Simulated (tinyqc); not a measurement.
Depolarisation shift: optical transitions of a finite quantum well.

Each carrier sees a square well of width L with its own depth V and masses m (inside), mb (outside); c = hbar^2/2m0, k = sqrt(m E/c), kappa = sqrt(mb (V - E)/c), and level n solves k L + 2 atan[(k/m)/(kappa/mb)] = n pi. The envelope is cos(kz) for odd n and sin(kz) for even n inside, joins exp(-kappa (|z| - L/2)) outside, and is normalised to 1. Excitons and band mixing are left out.

Constants: hbar^2/2m0 = 3.80998211 eV angstrom^2; e^2/(4 pi eps0) = 14.39964547 eV angstrom.

Inputs chosen for the exercise (near those of a GaAs well in AlGaAs; not measured data):

| symbol | value | unit | meaning |
|---|---|---|---|
| L | 150 | angstrom | well width |
| Vc | 0.219 | eV | conduction offset |
| me | 0.0682 | m0 | electron, well |
| meb | 0.0894 | m0 | electron, barrier |
| eps | 12 |  | background dielectric constant |
| Nss | (0.072, 0.18, 0.36, 0.72, 1.1, 1.4, 2.2) | x 1e12/cm^2 | sheet densities |

The collective line lies at E12 sqrt(1 + a), a = 8 pi q (n1 - n2) S/(eps E12), q = e^2/(4 pi eps0), S = integral over z of (integral up to z of psi_1 psi_2)^2. Zero temperature with the mass me in both subbands: n1 - n2 = Ns until Ns reaches D E12, D = me/(2 pi c), and D E12 beyond. 1e12/cm^2 = 1e-4/angstrom^2; exchange and the static band bending by the charge are left out.

Line position:

| Ns (1e12/cm^2) | n1 - n2 | a | line (meV) | shift (meV) |
|---|---|---|---|---|
| 0.072 | 0.072 | 0.0487 | 48.08 | 1.13 |
| 0.18 | 0.180 | 0.1216 | 49.73 | 2.77 |
| 0.36 | 0.360 | 0.2433 | 52.35 | 5.40 |
| 0.72 | 0.720 | 0.4866 | 57.25 | 10.29 |
| 1.1 | 1.100 | 0.7434 | 62.00 | 15.04 |
| 1.4 | 1.338 | 0.9040 | 64.79 | 17.84 |
| 2.2 | 1.338 | 0.9040 | 64.79 | 17.84 |

S = 10.522 angstrom
E12 = 46.95 meV

What can be read from this table?

The upward shift grows from 1.13 to 17.84 meV, 38.0 % of E12 at most. It stops moving once e2 starts to fill, at Ns = 1.34 e12/cm^2. For small a the shift is a E12/2, linear in Ns; in the last row that rule gives 21.22 meV. S/L = 0.0701, against 5/(9 pi^2) = 0.0563 for hard walls.

tinyqc: `OMP_NUM_THREADS=1 python tinyqc.py 1281243 1281244 out.jsonl`; about 0.07 s, one thread, shared Intel(R) Xeon(R) Processor @ 2.30GHz.
